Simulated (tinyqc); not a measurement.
# Floating body of a partially depleted SOI transistor: body voltage and kink: what changes with what

Source at 0 V. Channel current Ic = 2 nf K Vt^2 [F(0) - F(Vd)](1 + la Vd), F(V) = ln^2(1 + exp((Vg - VT - nf V)/(2 nf Vt))), VT = VT0 - gb Vb. Saturation voltage Vs = 2 Vt sqrt(F(0)) + 3 Vt, excess Ve = (Vd - Vs + sqrt((Vd - Vs)^2 + 0.0004 V^2))/2, multiplication M1 = Ai Ve exp(-Bl/Ve). Each junction passes D(v) = J1 (exp(v/Vt) - 1) + J2 (exp(v/(2 Vt)) - 1). Bipolar current Ib = bb J1 (exp(Vb/Vt) - 1). The body settles where M1 (Ic + Ib) = D(Vb) + D(Vb - Vd) + Vb/Rb; drain current Id = (1 + M1)(Ic + Ib) - D(Vb - Vd).

Inputs (values chosen for the exercise); values of the order met in partially depleted silicon-on-insulator transistors: temperature T = 300 K; threshold at zero body voltage VT0 = 0.48 V; fall of the threshold per volt of body voltage gb = 0.18; slope factor nf = 1.39; gain factor per width K = 370 uA/(V^2 um); channel-length modulation factor la = 0.05 1/V; impact-ionisation prefactor Ai = 3.24 1/V; impact-ionisation voltage Bl = 8.6 V; diffusion saturation current of each junction J1 = 1.1e-13 uA/um; recombination saturation current of each junction J2 = 2.7e-9 uA/um; gain of the lateral bipolar transistor on the diffusion current bb = 3; resistance of a weak body tie to the source (1e9 stands for no tie, and the term is then dropped) Rb = 1e9 kohm um; gate voltage Vg = 1.03 V; drain voltage Vd = 2.2 V.

Constants: q = 1.602176634e-19 C, kB = 1.380649e-23 J/K, Vt = kB T/q. Results are converted to the units shown.

Each table varies one quantity; the others keep the values above.

## Output curve and kink

Rows with more than one solution for Vb (latch) are left out; dId/dVd by a forward difference over 1e-4 V, swing = 1e-4 V over the change of log10 Id; M1 under 1e-12 is printed as 0.

Output curve and kink:

| Vd (V) | Vb (V) | M1 | Id, floating (uA/um) | Id, grounded (uA/um) | ratio | dId/dVd, floating (uS/um) | dId/dVd, grounded (uS/um) |
|---|---|---|---|---|---|---|---|
| 1 | 0.3286 | 3.057e-8 | 51.86 | 42.28 | 1.227 | 51.38 | 2.013 |
| 1.2 | 0.5447 | 4.339e-6 | 59.25 | 42.68 | 1.388 | 24.10 | 2.026 |
| 1.4 | 0.6385 | 1.030e-4 | 62.99 | 43.10 | 1.462 | 15.19 | 2.148 |
| 1.6 | 0.6956 | 8.391e-4 | 65.75 | 43.56 | 1.509 | 13.13 | 2.606 |
| 1.8 | 0.7354 | 0.003702 | 68.55 | 44.18 | 1.552 | 15.76 | 3.656 |
| 2 | 0.7654 | 0.01120 | 72.44 | 45.08 | 1.607 | 24.33 | 5.456 |
| 2.2 | 0.7896 | 0.02644 | 78.86 | 46.41 | 1.699 | 41.70 | 8.042 |

What does the table show?

Vb rises from 0.329 to 0.790 V and the ratio of the currents rises from 1.23 to 1.70. The output conductance with a floating body exceeds the grounded value by the largest factor among the rows, 25.5, at Vd = 1 V, where Vb = 0.329 V and M1 = 3.06e-8.

## Transfer curve and swing

Same model as above.

Results:

| Vg (V) | Vb (V) | M1 | Id, floating (uA/um) | Id, grounded (uA/um) | ratio | swing, floating (mV/decade) | swing, grounded (mV/decade) |
|---|---|---|---|---|---|---|---|
| 0.03 | 0.3345 | 0.1195 | 1.671e-5 | 3.108e-6 | 5.375 | 61.38 | 82.89 |
| 0.23 | 0.6093 | 0.1176 | 0.02138 | 7.884e-4 | 27.12 | 74.01 | 84.02 |
| 0.33 | 0.6832 | 0.1121 | 0.3418 | 0.01166 | 29.30 | 96.59 | 87.74 |
| 0.43 | 0.7313 | 0.09993 | 2.380 | 0.1391 | 17.11 | 151.9 | 100.9 |
| 0.53 | 0.7584 | 0.08438 | 7.854 | 1.020 | 7.699 | 247.7 | 137.4 |
| 0.63 | 0.7734 | 0.06926 | 16.79 | 4.040 | 4.156 | 369.5 | 207.6 |
| 0.73 | 0.7819 | 0.05585 | 28.62 | 10.10 | 2.834 | 501.8 | 304.7 |
| 0.83 | 0.7868 | 0.04432 | 42.98 | 19.26 | 2.231 | 635.7 | 415.8 |

Estimate the missing row, Vg = 0.13 V.

Computed row:

| Vg (V) | Vb (V) | M1 | Id, floating (uA/um) | Id, grounded (uA/um) | ratio | swing, floating (mV/decade) | swing, grounded (mV/decade) |
|---|---|---|---|---|---|---|---|
| 0.13 | 0.5026 | 0.1192 | 7.099e-4 | 4.992e-5 | 14.22 | 62.65 | 83.07 |

With this row back in the table: Vb rises from 0.335 to 0.787 V. The smallest swing among the rows is 61.4 mV a decade with a floating body (at Vg = 0.03 V) and 82.9 with a grounded one; Vt ln 10 = 59.5. The floating swing is smaller by more than 3 % for Vg = 0.03, 0.13, 0.23 V, where the rising Vb lowers the threshold as Vg rises. In the first row the floating body raises the current by a factor of 5.37.

Range of the model: The multiplication law is an empirical form chosen for the exercise; self-heating and capacitive coupling to the body are left out, and the linear laws are rough once Vb passes about 0.7 V or M1 about 0.1.

tinyqc, about 0.2 s, one thread, Intel Xeon 2.30GHz (shared host): `OMP_NUM_THREADS=1 python tinyqc.py 2182169 2182170 out.jsonl`
